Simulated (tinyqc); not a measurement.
Kinetic Monte Carlo and master equation for a particle on a ring of sites with traps and bias: one step, computed by the program tinyqc. Command: `OMP_NUM_THREADS=1 python tinyqc.py 3012795 3012796 out.jsonl kmc walk`. One thread of a shared host (Intel(R) Xeon(R) Processor @ 2.30GHz), about 0.1 s of CPU time with the checks.

8 sites on a ring, numbered 1 to 8. The saddle between i and i+1 lies at E0 + s b_i and site i at s eps_i; a force F tilts the landscape, with the saddle half-way.

Task: Closed form at zero force. At zero force D0 = a^2 nu exp(-E0/(k_B T)) / [<exp(-s eps/(k_B T))> <exp(s b/(k_B T))>], with means over the ring; Einstein relation v = D0 F/(k_B T); 1 angstrom = 1e-8 cm.

Inputs (values chosen for the exercise, for a model defect): reference barrier E0 = 0.55 eV; scale factor s of the disorder = 1; attempt frequency nu = 2.3 THz; temperature T = 450 K; site spacing a = 3.4 angstrom; force F along the ring = 0.0013 eV/angstrom.

Disorder: random barriers.

site energies eps_i (eV): [0, 0, 0, 0, 0, 0, 0, 0]

saddle shifts b_i between sites i and i+1 (eV): [0.0066, -0.0045, 0.02, 0.022, 0.031, 0.023, 0.0012, -0.007]

Constants: k_B = 8.617333262e-05 eV/K.

Give: zero-force diffusivity D0; D0 over the value without disorder; Einstein drift.

Result:

zero-force diffusivity D0 = 1.290e-09 cm^2/s

D0 over the value without disorder = 0.7009

Einstein drift = 0.004325 cm/s
